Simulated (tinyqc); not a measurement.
Oxidation of curved silicon (wires and holes): cylindrical Deal-Grove kinetics with stress-retarded reaction: one step, computed by the program tinyqc. Command: `OMP_NUM_THREADS=1 python tinyqc.py 3029040 3029041 out.jsonl wireox walk`. One thread of a shared host (Intel(R) Xeon(R) Processor @ 2.30GHz), about 0.01 s of CPU time with the checks.

Silicon fills r < a and oxide a < r < b. One volume of silicon gives 2.25 volumes of oxide, and the length is fixed.

Problem. Rate at the start. Geometry: b^2 = b0^2 + 1.25 (a0^2 - a^2), b0 = a0 + x_i. Rate of oxide made per interface area: q = 1/[1/k + 2 a |ln(b/a)|/B], and |da/dt| = q/2.25. Reaction k = (B/A) exp(-sigma V_k/(k_B T)). New oxide pushes the old with radial speed u = 1.25 |da/dt| at r = a; the shear stress at radius r is s_c asinh(z a^2/r^2), z = 2 eta u/(a s_c) (Eyring flow), and the compressive normal stress at the interface is sigma = |int_a^b 2 s/r dr| = s_c |F(z) - F(z a^2/b^2)|, F(y) = int_0^y asinh(w)/w dw. q and sigma are solved together. 1 MPa angstrom^3 = 6.241509e-6 eV.

Inputs (values chosen for the exercise, close to those used for silicon in dry oxygen):

| quantity | value | unit |
|---|---|---|
| starting silicon radius a0 | 23 | nm |
| starting oxide x_i | 3 | nm |
| critical shear stress s_c | 74 | MPa |
| activation volume V_k | 6.1 | angstrom^3 |
| temperature T | 825 | C |

Shape: wire (convex).

B = 2062.031 nm^2/h

B/A = 2.398010 nm/h

low-stress viscosity eta = 2.491746e+16 Pa s

k_B T = 0.09463125 eV

Give: oxide radius b0; rate q without stress; normal stress sigma; factor on the reaction; rate q with stress.

Solution.

oxide radius b0 = 26 nm

rate q without stress = 2.382 nm/h

normal stress sigma = 177.5 MPa

factor on the reaction = 0.9311

rate q with stress = 2.219 nm/h
